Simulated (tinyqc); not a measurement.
Inside a calculation. Method: sp3 tight binding, zinc-blende lattice. One step of it, computed by the program tinyqc.

Task: Bloch Hamiltonian at k. Slater-Koster rules over the four bonds with direction cosines (l, m, n): ss V_ss; s-px l V_sp; px-s -l V_sp; px-px l^2 V_pps + (1 - l^2) V_ppp; px-py l m (V_pps - V_ppp); each times exp(i k.d).

Parameters chosen for this model: zinc-blende lattice, anion at 0, cation at a/4 (1,1,1); V = eta hbar^2 / (m d^2), hbar^2/m = 7.619964 eV angstrom^2:
```
parameter          value      unit
a               4.620000  angstrom
d               2.000519  angstrom
Es anion      -20.590000        eV
Ep anion       -9.990000        eV
Es cation     -11.780000        eV
Ep cation      -5.390000        eV
eta ss         -1.400000
eta sp          1.840000
eta pp sigma    3.240000
eta pp pi      -0.810000
V ss           -2.665605        eV
V sp            3.503366        eV
V pp sigma      6.168971        eV
V pp pi        -1.542243        eV
```

k point k (2 pi / a): 0.000000  -0.130000  -0.290000

Give: H(k) at k.

Result:

H(k) at k (eV):
```
                 a s            a px            a py            a pz
a s         -20.5900          0.0000          0.0000          0.0000
a px          0.0000         -9.9900          0.0000          0.0000
a py          0.0000          0.0000         -9.9900          0.0000
a pz          0.0000          0.0000          0.0000         -9.9900
c s          -9.3762          0.7218  0.0000-1.4734i  0.0000-3.4855i
c px         -0.7218          3.6165  0.0000+4.4293i  0.0000+1.8724i
c py  0.0000+1.4734i  0.0000+4.4293i          3.6165         -0.9173
c pz  0.0000+3.4855i  0.0000+1.8724i         -0.9173          3.6165

                 c s            c px            c py            c pz
a s          -9.3762         -0.7218  0.0000-1.4734i  0.0000-3.4855i
a px          0.7218          3.6165  0.0000-4.4293i  0.0000-1.8724i
a py  0.0000+1.4734i  0.0000-4.4293i          3.6165         -0.9173
a pz  0.0000+3.4855i  0.0000-1.8724i         -0.9173          3.6165
c s         -11.7800          0.0000          0.0000          0.0000
c px          0.0000         -5.3900          0.0000          0.0000
c py          0.0000          0.0000         -5.3900          0.0000
c pz          0.0000          0.0000          0.0000         -5.3900
```
